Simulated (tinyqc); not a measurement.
Bending a trimer: Stillinger-Weber potential for a tetrahedral semiconductor. Computed by tinyqc, a small Python program. Command: `OMP_NUM_THREADS=1 python tinyqc.py 3003690 3003691 out.jsonl swsi sweep`. One thread of a shared host (Intel(R) Xeon(R) Processor @ 2.30GHz), about 0.04 s of CPU time with the checks.

With x = r/sigma: pair term eps A (B x^-4 - 1) exp(1/(x - a)); for each pair of neighbours j, k of atom i, three-body term eps lambda exp(gamma/(x_ij - a) + gamma/(x_ik - a)) (cos theta_jik + 1/3)^2; both vanish beyond x = a. A = 7.049556277, B = 0.6022245584, a = 1.8.

Inputs (values chosen for the exercise, modelled on silicon):

| quantity | value | unit |
|---|---|---|
| energy scale eps | 2.107 | eV |
| length scale sigma | 2.088 | angstrom |
| three-body strength lambda | 23.2 | - |
| gamma | 1.2 | - |
| bond 1 of the trimer | 2.43 | angstrom |
| bond 2 of the trimer | 2.48 | angstrom |

Method. Atom 1 binds atoms 2 and 3 at the angle theta; the third side follows from the cosine rule. Sum the three pair terms and the three-body terms centred on each atom.

One run for each value:

| angle of the trimer theta (degrees) | energy of the trimer (eV) | three-body term at atom 1 (eV) | distance 2-3 (angstrom) |
|---|---|---|---|
| 60 | -3.9694 | 7.2517e-01 | 2.4554 |
| 70 | -4.1208 | 4.7628e-01 | 2.8166 |
| 80 | -4.0240 | 2.6840e-01 | 3.1563 |
| 90 | -3.9857 | 1.1603e-01 | 3.4721 |
| 100 | -4.0682 | 2.6627e-02 | 3.7614 |
| 110 | -4.0948 | 7.8799e-05 | 4.0221 |
| 140 | -3.8993 | 1.9552e-01 | 4.6139 |
| 160 | -3.7109 | 3.8394e-01 | 4.8354 |
| 180 | -3.6307 | 4.6411e-01 | 4.9100 |

Give the missing row, angle of the trimer theta (degrees) = 120.

Computed row; columns: (1) angle of the trimer theta (degrees); (2) energy of the trimer (eV); (3) three-body term at atom 1 (eV); (4) distance 2-3 (angstrom):
```
(1)      (2)         (3)     (4)
120  -4.0658  2.9007e-02  4.2523
```

Interpolating between the two neighbouring rows (linearly) misses most in three-body term at atom 1 (eV), by 120 %. Over the rows, energy of the trimer (eV) lies between -4.12 and -3.63 without a single trend; three-body term at atom 1 (eV) goes from 0.725 through a minimum among these rows, 7.88e-5 at 110, to 0.464. The term at atom 1 vanishes at the tetrahedral angle, 109.47 degrees. At the smallest angles a third bond forms between atoms 2 and 3.

Extremes, crossings and ranges named in words are read from the listed rows.
